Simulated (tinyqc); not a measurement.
Against the doping: grain-boundary trapping model (Seto) of a polycrystalline semiconductor film. Computed by tinyqc, a small Python program. Command: `OMP_NUM_THREADS=1 python tinyqc.py 3029645 3029646 out.jsonl poly walk`. One thread of a shared host (Intel(R) Xeon(R) Processor @ 2.30GHz), about 0.01 s of CPU time with the checks.

Grains of equal size L are joined by thin boundaries with one trap level. Trapped carriers deplete a width W on each side and raise a barrier, crossed by thermionic emission. Dopants are fully ionised, statistics are non-degenerate and mu_g does not depend on T.

Inputs (values chosen for the exercise, modelled on polycrystalline silicon):
```
quantity                                     value        unit
permittivity eps                              11.7           -
effective mass m                              0.33         m_0
effective density of states at 300 K, N_c  2.7e+19      1/cm^3
grain size L                                   490          nm
trap density Q_t                           6.9e+11      1/cm^2
trap level E_t below the band edge            0.38          eV
mobility inside the grains mu_g                200  cm^2/(V s)
temperature T                                  400           K
```

Grain interior: resistance included.

Constants: e = 1.602176634e-19 C; eps_0 = 8.8541878128e-12 F/m; k_B = 8.617333262e-05 eV/K; m_0 = 9.1093837015e-31 kg; k_B = 1.380649e-23 J/K.

Method:
- If all traps fill, the grain is just depleted at N* = Q_t/L, with the barrier e Q_t L/(8 eps eps_0).
- N_c(T) = N_c (T/300 K)^(3/2). Filled traps Q = Q_t/(1 + (1/2) exp((E_t* - E_F)/k_B T)), where E_t* = e V_B - E_t and E_F are counted from the band edge at the grain centre. Partial depletion: Q = 2 N W, V_B = e N W^2/(2 eps eps_0), E_F = k_B T ln(N/N_c); solve for W. If that W would exceed L/2 the grain is fully depleted: W = L/2, Q = N L, and E_F follows from the trap equation. Centre density n_0 = N_c exp(E_F/k_B T).
- Boundary: sigma_b = L e^2 n_0 exp(-e V_B/k_B T)/sqrt(2 pi m k_B T); drift through the grain, depleted parts included: rho_g = [(1 - 2W/L) + (2W/L) int_0^1 exp(y^2 s^2) ds]/(e n_0 mu_g); rho = 1/sigma_b + rho_g. Mean carrier density n_av = n_0 [(1 - 2W/L) + (2W/L) (sqrt(pi)/2) erf(y)/y], y = sqrt(e V_B/k_B T); effective mobility 1/(e n_av rho).

N* = 1.40816e+16 1/cm^3

The same film:
```
N (1/cm^3)  W (nm)  V_B (V)  mean density (1/cm^3)  mobility (cm^2/(V s))  rho (ohm cm)
4.20e+14    245.00  0.01950             1.5395e+13                 187.40    2.1634e+03
1.40e+15    245.00  0.06498             1.5075e+14                 136.36    3.0364e+02
3.50e+15    214.55  0.12459             1.8535e+15                  57.14    5.8935e+01
7.00e+15    155.59  0.13105             4.5633e+15                  50.46    2.7106e+01
1.10e+16    125.48  0.13393             7.8858e+15                  49.44    1.6008e+01
1.70e+16    101.35  0.13505             1.3100e+16                  50.82    9.3756e+00
2.80e+16     78.36  0.13294             2.3064e+16                  56.58    4.7828e+00
5.60e+16     52.09  0.11748             4.9758e+16                  82.12    1.5275e+00
1.40e+17     24.27  0.06377             1.3468e+17                 162.06    2.8598e-01
5.60e+17      6.15  0.01640             5.5805e+17                 191.78    5.8319e-02
```

What follows from these numbers?

The barrier peaks among these rows at N = 1.7e16 (0.135 V) and the mobility has its minimum at 1.1e16; N* is 1.4e16. While the grain is fully depleted (W = L/2) V_B grows as N; once all traps are filled it falls as 1/N (last exponent -0.98). From 3.5e15 to 2.8e16 it is pinned, because the trap level has met E_F and the traps fill only in part. Partly depleted rows (W < L/2) with e V_B below 2 k_B T stretch the depletion approximation. rho drops most steeply, as N^-1.8, between 5.6e16 and 1.4e17.

Extremes, crossings and ranges named in words are read from the listed rows.
